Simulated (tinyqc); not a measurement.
Energy and delay of logic against supply voltage: optimum supplies against the threshold voltage at zero drain bias.

One expression serves below and above threshold: I(Vg) = Ik [ln(1 + exp((Vg - VT + dd V)/(al nf Vt)))]^al, with I_on = I(V) and I_off = I(0). Gate delay td = kd C V/I_on, clock period LD td. Per gate and cycle the switching energy is act C V^2 and the leakage energy I_off V LD td. No short-circuit current, no variation. Minima are sought above 0.09 V; below a few Vt gates no longer switch and the model has no meaning.

V_min minimises the energy and V_EDP the product of energy and td.

Values chosen for this exercise; values of the order met in logic technologies:
- T = 250 K (temperature)
- nf = 1.15 (slope factor)
- dd = 0.07 (barrier lowering per volt of supply)
- Ik = 0.5 uA (specific current of a gate)
- al = 1.78 (exponent of the current law)
- C = 1.6 fF (load capacitance of a gate)
- kd = 1.2 (delay factor)
- LD = 16 (logic depth)
- act = 0.02 (activity factor)

Constants: q = 1.602176634e-19 C, kB = 1.380649e-23 J/K, Vt = kB T/q. Results are converted to the units shown.

Results:
```
VT (V)	V_min (V)	energy at V_min (aJ)	leakage share (%)	clock at V_min (MHz)	V_EDP (V)	clock at V_EDP (GHz)
0.15	0.2097	3.238	56.54	233.4	0.4109	1.130
0.2	0.2029	2.141	38.50	67.20	0.4719	1.078
0.25	0.1992	1.814	30.02	13.25	0.5761	1.224
0.35	0.1974	1.677	25.67	0.2930	0.8044	1.583
0.4	0.1972	1.667	25.31	0.03972	0.9193	1.757
0.45	0.1972	1.663	25.19	0.005313	1.034	1.926
0.5	0.1972	1.662	25.15	7.076e-4	1.149	2.091
0.55	0.1972	1.662	25.14	9.410e-5	1.264	2.252
```

Estimate the missing row, VT = 0.3 V.

Computed row:
```
VT (V)	V_min (V)	energy at V_min (aJ)	leakage share (%)	clock at V_min (MHz)	V_EDP (V)	clock at V_EDP (GHz)
0.3	0.1978	1.710	26.79	2.077	0.6896	1.404
```

With this row back in the table: As VT goes from 0.15 to 0.55, V_min falls from 0.210 to 0.197 V, the energy there falls from 3.24 to 1.66 aJ, the clock there falls from 233 to 9.41e-5 MHz and V_EDP rises from 0.411 to 1.26 V. V_min lies below VT for VT = 0.25, 0.3, 0.35, 0.4, 0.45, 0.5, 0.55 V. As VT grows, I_on too becomes a subthreshold current, VT cancels more and more from the energy, and it mainly sets the clock.

Computed by the program tinyqc: `OMP_NUM_THREADS=1 python tinyqc.py 2082159 2082160 out.jsonl`, one thread of a shared Intel Xeon 2.30GHz, about 0.01 s for the whole run.
